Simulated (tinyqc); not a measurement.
What moves the results: Fermi-Dirac statistics of conduction electrons. A value that a table varies takes the place of the one given here.

Non-parabolic band E (1 + alpha E) = c k^2/m: n = Nc (2/sqrt(pi)) integral_0^infinity sqrt(x (1 + a x)) (1 + 2 a x) dx/(1 + exp(x - eta)) with a = alpha kT and eta = (EF - Ec)/kT; a = 0 gives n = Nc F_1/2(eta).

Constants: hbar^2/2m0 = 3.80998211 eV angstrom^2; kB = 8.617333262e-05 eV/K.

Parameters, chosen for this exercise (near those of Si, lowest valleys alone; shifted at random, so the results belong to these values and not to a real crystal): m = 1.0686 m0 (density-of-states mass of the conduction band); T = 300 K; alpha = 0.52 1/eV (non-parabolicity); n = 1e+20 1/cm^3 (electron density).

## Parabolic against non-parabolic filling

N = 2 (m kB T/(4 pi c))^(3/2) with c = hbar^2/2m0, in 1/angstrom^3; times 1e24 for 1/cm^3. k_F = (3 pi^2 n)^(1/3) and the energy E0 that solves E (1 + alpha E) = c k_F^2/m give the limit of zero temperature.

EF - Ec (meV):
```
n (1/cm^3)  parabolic  non-parabolic  non-parabolic, 0 K
3.0e+18         -56.5          -57.9                 7.1
1.0e+19         -23.1          -24.6                15.7
4.0e+19          22.4           20.1                39.1
1.0e+20          64.6           60.4                70.9
4.0e+20         182.2          165.6               170.2
1.0e+21         339.6          292.8               295.8
```

How do the results move?

Non-parabolicity lowers EF by 1.4 meV at the lowest density and by 46.9 meV at the highest, where alpha (EF - Ec) = 0.15. Temperature lowers EF below its 0 K value by 64.9 meV at the lowest density and by 3.0 meV at the highest. EF enters the band between 1e+19 and 4e+19 1/cm^3.

## What moves the Fermi level

N = 2 (m kB T/(4 pi c))^(3/2) with c = hbar^2/2m0, in 1/angstrom^3; times 1e24 for 1/cm^3. Each row changes one parameter from the base and keeps the others.

Results:
```
case               parabolic EF - Ec (meV)  non-parabolic EF - Ec (meV)
base                                 64.64                        60.43
m = 0.9617 m0                        73.85                        69.04
T = 275 K                            66.17                        62.21
n = 5e+19 1/cm^3                     31.34                        28.72
alpha = 0.78 1/eV                    64.64                        58.51
```

What does this show?

The largest shifts from the base row, up to three for each result and ties (the steps differ in size, so this ranks the rows, not the parameters). parabolic EF - Ec (meV): n -33.30, m +9.21, T +1.53; unchanged at the printed digits by alpha. non-parabolic EF - Ec (meV): n -31.71, m +8.62, alpha -1.91.

Computed by tinyqc, a small Python program: `OMP_NUM_THREADS=1 python tinyqc.py 1681440 1681441 out.jsonl` (the numbers bound the seed that draws the inputs); one thread of a shared host (Intel(R) Xeon(R) Processor @ 2.30GHz), about 0.01 s for the whole set of steps.
